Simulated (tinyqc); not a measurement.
Comparisons within one model: propagation of a band-gap error through k.p and effective-mass formulas. A value that a table varies takes the place of the one given here.

Chain, for a gap E (the reference Eg or another value), with Ep and Dso kept: 1/me = 1 + Ep (E + 2 Dso/3)/(E (E + Dso)); g* = 2 - 2 Ep Dso/(3 E (E + Dso)); g1(E) = g1 + (Ep/3)(1/E - 1/Eg), g2(E) = g2 + (Ep/6)(1/E - 1/Eg), light hole 1/(g1 + 2 g2), heavy hole 1/(g1 - 2 g2) along [100]; optical constant ei(E) = 1 + (ei - 1)(EP/(EP + E - Eg))^2, static e0(E) = ei(E) + e0 - ei.

Donor: R = Ry me/e0^2, a_B = a0 e0/me, Mott density (0.26/a_B)^3. Nc, Nv = 2 (m kT/(4 pi c))^(3/2), c = hbar^2/2m0, ni = sqrt(Nc Nv) exp(-E/2kT). Exciton: Ry mu/e0^2 with 1/mu = 1/me + g1(E). 1 angstrom^-3 = 1e24 cm^-3.

Constants: Ry = 13.60569312 eV; a0 (Bohr radius) = 0.5291772105 angstrom; kB = 8.617333262e-05 eV/K; hbar^2/2m0 = 3.80998211 eV angstrom^2.

Values chosen for the exercise (reference values near those of InAs, gap at low temperature; the results hold for these values, not for the real material):
```
symbol  value  unit  meaning
Eg      0.423  eV    gap at Gamma to the s-like level
Dso     0.395  eV    spin-orbit splitting
Ep      21.5   eV    Kane energy
g1      20.06        Luttinger gamma1
g2      8.51         gamma2
e0      15.13        static dielectric constant
ei      12.28        optical dielectric constant
EP      4.63   eV    mean (Penn) gap
mh      0.48   m0    density-of-states mass of the holes
T       77     K     temperature
Eg2     1.053  eV    a wrong gap, of the size a hybrid with far too much exact exchange can give
```

## The size of the error

E = f Eg; ratios against f = 1.

Results:
```
f,E (eV),me ratio,light-hole ratio,e0 ratio,donor ratio,Mott ratio,g*,log10 ni ratio
0.25,0.106,0.289,0.267,1.114,0.233,0.0175,-104.916,9.98
0.40,0.169,0.443,0.422,1.089,0.374,0.0675,-57.308,8.04
0.60,0.254,0.637,0.621,1.058,0.569,0.218,-32.383,5.39
0.80,0.338,0.822,0.814,1.028,0.777,0.510,-20.813,2.70
1.00,0.423,1.000,1.000,1.000,1.000,1.00,-14.363,0.00
1.20,0.508,1.174,1.180,0.973,1.239,1.75,-10.357,-2.72
1.50,0.634,1.429,1.438,0.936,1.630,3.55,-6.667,-6.81
2.00,0.846,1.840,1.841,0.880,2.374,9.13,-3.393,-13.64
```

Between f = 0.8 and 1.2 the mean powers d ln(ratio)/d ln f are 0.88 for me, 0.91 for the light hole, -0.13 for e0, 1.15 for the donor energy and 3.04 for the Mott density; ni moves by -3.20 decades per 0.1 eV, against -0.1 eV/(2 kT ln 10) = -3.27 from the exponential alone, the rest coming from Nc through me^(3/4). g* keeps its sign, from -104.92 to -3.39.

## What each input does

All at E = Eg2. Each row changes one parameter from the base and keeps the others.

Results:
```
case,me (m0),light hole (m0),e0,donor (meV),exciton (meV),log10 ni
base,0.0511,0.0595,12.59,4.388,2.911,-17.154
Eg2 = 0.969 eV,0.0475,0.0556,12.88,3.899,2.600,-14.429
Dso = 0.427 eV,0.0514,0.0595,12.59,4.412,2.922,-17.153
Ep = 19.78 eV,0.0553,0.0543,12.59,4.749,2.979,-17.129
g1 = 21.665,0.0511,0.0543,12.59,4.388,2.761,-17.154
EP = 5 eV,0.0511,0.0595,12.75,4.281,2.840,-17.154
ei = 11.298,0.0511,0.0595,12.81,4.238,2.812,-17.154
mh = 0.442 m0,0.0511,0.0595,12.59,4.388,2.911,-17.181
T = 83.16 K,0.0511,0.0595,12.59,4.388,2.911,-14.552
```

The largest shifts from the base row, up to three for each result and ties (the steps differ in size, so this ranks the rows, not the parameters). me (m0): Ep +0.0042, Eg2 -0.0036, Dso +0.0003; unchanged at the printed digits by g1, EP, ei, mh and T. light hole (m0): Ep -0.0052, g1 -0.0052, Eg2 -0.0039; unchanged at the printed digits by Dso, EP, ei, mh and T. e0: Eg2 +0.29, ei +0.22, EP +0.16; unchanged at the printed digits by Dso, Ep, g1, mh and T. donor (meV): Eg2 -0.489, Ep +0.360, ei -0.150; unchanged at the printed digits by g1, mh and T. exciton (meV): Eg2 -0.311, g1 -0.150, ei -0.100; unchanged at the printed digits by mh and T. log10 ni: Eg2 +2.725, T +2.603, mh -0.027; unchanged at the printed digits by g1, EP and ei.

Computed by tinyqc, a small Python program: `OMP_NUM_THREADS=1 python tinyqc.py 1880338 1880339 out.jsonl` (the numbers bound the seed that draws the inputs); one thread of a shared host (Intel(R) Xeon(R) Processor @ 2.30GHz), about 0.01 s for the whole set of steps.
